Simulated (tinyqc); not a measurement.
Electroplating on a thin resistive seed layer: kinetics, Wagner number and the terminal effect across a wafer: one step, computed by the program tinyqc. Command: `OMP_NUM_THREADS=1 python tinyqc.py 3121290 3121291 out.jsonl terminal walk`. One thread of a shared host (Intel(R) Xeon(R) Processor @ 2.30GHz), about 0.03 s of CPU time with the checks.

Current enters the seed at the rim. The bath is treated as a local resistance per area (no lateral flow in the liquid), two electrons per ion, molar volume 7.11 cm^3/mol, Faraday constant F = e N_A, kinematic viscosity 0.01 cm^2/s, omega = 2 pi x rpm/60; k_B T/e is in volts.

Problem. Rate, limit and resistances. Growth rate = i V_m/(2 F). Levich limit i_L = 0.62 x 2 F D^(2/3) omega^(1/2) nu^(-1/6) c. Tafel overpotential eta = (k_B T/(alpha e)) ln(i/i_0); kinetic resistance k_B T/(alpha e i); bath resistance h/kappa + plate; R_s = resistivity/t; Wagner number = kinetic resistance x kappa/R.

Inputs (values chosen for the exercise, of the order of those for copper plating on a thin cobalt or ruthenium seed):

| quantity | value | unit |
|---|---|---|
| wafer radius R | 15 | cm |
| seed thickness t | 150 | nm |
| seed resistivity | 2.3 | microohm cm |
| bath conductivity kappa | 0.043 | S/cm |
| gap to the anode h | 2.6 | cm |
| extra resistance of a porous plate | 23 | ohm cm^2 |
| exchange current density i_0 | 0.093 | mA/cm^2 |
| cathodic transfer coefficient alpha | 0.84 | - |
| mean current density | 31 | mA/cm^2 |
| diffusivity of the metal ion | 4.2e-06 | cm^2/s |
| metal ion concentration | 0.81 | mol/L |
| rotation rate | 100 | rpm |
| temperature T | 298 | K |

Constants: e = 1.602176634e-19 C; N_A = 6.02214076e+23 1/mol; k_B = 8.617333262e-05 eV/K.

Give: growth rate; limiting current i_L; overpotential; kinetic resistance; bath resistance R_b; sheet resistance R_s; Wagner number.

Solution.

growth rate = 685.3 nm/min

limiting current i_L = 175.9 mA/cm^2

overpotential = 177.6 mV

kinetic resistance = 0.9862 ohm cm^2

bath resistance R_b = 83.47 ohm cm^2

sheet resistance R_s = 0.1533 ohm/square

Wagner number = 0.002827
